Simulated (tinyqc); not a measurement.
From bond order b back to beta: Tersoff bond-order potential. Computed by tinyqc, a small Python program. Command: `OMP_NUM_THREADS=1 python tinyqc.py 3000727 3000728 out.jsonl tersoff inv`. One thread of a shared host (Intel(R) Xeon(R) Processor @ 2.30GHz), about 0.01 s of CPU time with the checks.

E = (1/2) sum_(i, j != i) [A exp(-lambda r_ij) - b_ij B exp(-mu r_ij)], b_ij = (1 + (beta zeta_ij)^n)^(-1/(2n)), zeta_ij = sum_(k != i, j) g(theta_ijk), g = 1 + c^2/d^2 - c^2/(d^2 + (h - cos theta)^2), with theta at atom i. Only nearest neighbours count (cut-off function 1 for them, 0 beyond).

Inputs (values chosen for the exercise, modelled on carbon):
```
quantity    value        unit
A          1370.2          eV
B          347.61          eV
lambda     3.4879  1/angstrom
mu         2.2119  1/angstrom
n          0.7192           -
c           37520           -
d           4.284           -
h         -0.5838           -
```

Constants: 1 eV/angstrom^3 = 160.2176634 GPa.

Method:
- zeta = 3 g(cos theta = -1/3).
- With z equal bonds of order b, r = ln(lambda A/(mu b B))/(lambda - mu) and E per atom = -(z/2) b B exp(-mu r)(1 - mu/lambda).
- a0 = 4 r/sqrt3; B0 = phi''(r)/(3 a0) with phi'' = mu (lambda - mu) b B exp(-mu r), since b does not change under uniform scaling.

Problem. A run gave the result below. Find the beta, known to lie between 8e-08 and 2.3e-07.

bond order b = 0.8774852

Solution.

Each step takes the trial c = (a f_b - b f_a)/(f_b - f_a), f being the result less the target and a, b, c the logarithms of the listed values; c replaces end b, the old b replaces a if the sign of f changed, and otherwise f_a is halved.

Scan of the range:
```
beta      bond order b
8.00e-08      0.914899
9.54e-08      0.904729
1.14e-07      0.893375
1.36e-07      0.881005
1.62e-07      0.867579
1.93e-07      0.852928
2.30e-07      0.836994
```

False position (Illinois rule, in the logarithm of the input) inside the bracket:
```
step        end a        end b        trial  bond order b
1     1.36000e-07  1.62000e-07  1.42383e-07      0.877600
2     1.62000e-07  1.42383e-07  1.42593e-07      0.877489
3     1.62000e-07  1.42593e-07  1.42606e-07      0.877482
4     1.42593e-07  1.42606e-07  1.42600e-07      0.877485
```

Bond order b falls at every point of a 13-point scan of the range (every second point is shown), so one value fits; it is bracketed by 1.36e-7 and 1.62e-7. Answer: beta = 1.426e-7.
